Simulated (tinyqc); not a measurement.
# A chain with uneven site energies and dephasing by Buettiker voltage probes: effects of single changes

Sites 1 to 4 form a chain with hopping -t. Lead L joins site 1 and lead R site 4, both semi-infinite chains with hopping -t and site energy 0. Every site carries a probe with self-energy -i Gamma_p/2 that draws no net current. Linear response at zero temperature: mu_L = 1, mu_R = 0 in units of the bias.

Parameters, values chosen for the exercise:
```
symbol,value,unit,meaning
t,1,eV,hopping (matrix element -t)
U,"[0.73, 0.85, -0.84, -1.04]",eV,site energies 1 to N
E,-0.3,eV,Fermi energy
gp,0.31,eV,probe broadening Gamma_p
```

Constants: q = 1.602176634e-19 C, h = 6.62607015e-34 J s. Results are converted to the units shown.

Each table varies one quantity; the others keep the values above.

## Coherent and dephased transmission against energy

Sigma = t^2 g(E), g(x) = (x - i sqrt(4 t^2 - x^2))/(2 t^2) for |x| < 2 t and (x - sign(x) sqrt(x^2 - 4 t^2))/(2 t^2) otherwise; Gamma = -2 Im Sigma; G = (E - H - Sigma_L - Sigma_R + i Gamma_p/2)^(-1). With Gamma the broadening by one lead, T_RL = Gamma^2 |G_(4,1)|^2, T_pL = Gamma Gamma_p |G_(p,1)|^2, T_pR = Gamma Gamma_p |G_(p,4)|^2, T_pq = Gamma_p^2 |G_(p,q)|^2 for p != q. No current into probe p: W mu = T_pL with W_pp = T_pL + T_pR + sum_q T_pq and W_pq = -T_pq. Then T_eff = T_RL + sum_p T_pR mu_p, and the resistance is (h/2q^2)/T_eff. Without probes means Gamma_p = 0.

Coherent and dephased transmission against energy:
```
E (eV),T without probes,T_eff
-1.8,0.05066,0.08535
-1.5,0.1739,0.2011
-1.2,0.4248,0.3715
-0.9,0.7162,0.5267
-0.6,0.7523,0.5598
-0.3,0.6603,0.5228
0,0.6035,0.4902
0.3,0.5924,0.4766
0.6,0.5749,0.4575
0.9,0.4621,0.3906
1.2,0.2746,0.2712
1.5,0.1299,0.1568
1.8,0.04574,0.07322
```

What does the table show?

Without probes T lies between 0.0457 and 0.752 in these rows, with them between 0.0732 and 0.560. The probes lower it in 9 rows and raise it in 4; the largest relative gain is at E = -1.8 eV, where the coherent value is 0.0507.

## Resistance against length

With Gamma the broadening by one lead, T_RL = Gamma^2 |G_(last,1)|^2, T_pL = Gamma Gamma_p |G_(p,1)|^2, T_pR = Gamma Gamma_p |G_(p,last)|^2, T_pq = Gamma_p^2 |G_(p,q)|^2 for p != q. The list U is repeated k times, each site with its probe.

Result of one run:
```
k,sites,T without probes,T_eff,resistance (kohm)
4,16,0.03624,0.1150,112.3
```

What becomes of these results when the number of repeats k is changed from 4 to 16, all else the same?

Result of the changed run:
```
k,sites,T without probes,T_eff,resistance (kohm)
16,64,1.517e-7,0.02660,485.2
```

The whole series:
```
k,sites,T without probes,T_eff,resistance (kohm)
1,4,0.6603,0.5228,24.69
2,8,0.2735,0.2637,48.94
3,12,0.1008,0.1613,79.99
4,16,0.03624,0.1150,112.3
6,24,0.004616,0.07366,175.2
8,32,5.857e-4,0.05440,237.2
12,48,9.425e-6,0.03573,361.2
16,64,1.517e-7,0.02660,485.2
```

The resistance rises from 24.7 to 485 kohm, by 7.75 kohm a site between k = 8 and 12 and 7.75 between 12 and 16: Ohm's law, R = R0 + rho N with the extrapolated intercept R0 = -10.7 kohm (h/2q^2 = 12.91 kohm). The intercept differs from h/2q^2, since the ends of the chain scatter differently from its bulk, so no mean free path is read from it. Without probes T has fallen to 1.52e-7.

## Effect of the dephasing strength

Same model as above.

Effect of the dephasing strength:
```
gp (eV),T_RL,through probes,T_eff,resistance (kohm)
0.011,0.6443,0.009662,0.6540,19.74
0.021,0.6301,0.01822,0.6483,19.91
0.039,0.6053,0.03312,0.6385,20.21
0.075,0.5588,0.06094,0.6198,20.82
0.14,0.4842,0.1049,0.5891,21.91
0.27,0.3649,0.1720,0.5369,24.04
0.51,0.2198,0.2422,0.4621,27.93
0.98,0.08654,0.2753,0.3618,35.67
1.9,0.01707,0.2313,0.2484,51.96
3.5,0.001627,0.1478,0.1494,86.39
```

Without probes the transmission is 0.660. T_eff falls from 0.654 to 0.149; the direct part falls from 0.644 to 0.00163 and the part through probes goes from 0.00966 through a maximum of 0.275 (at gp = 0.98 eV among the rows listed) to 0.148. At this energy dephasing lowers T_eff from the start: the probes give back less than the direct part loses.

Computed by the program tinyqc: `OMP_NUM_THREADS=1 python tinyqc.py 2700123 2700124 out.jsonl`, one thread of a shared Intel Xeon 2.30GHz, about 0.01 s for the whole run.
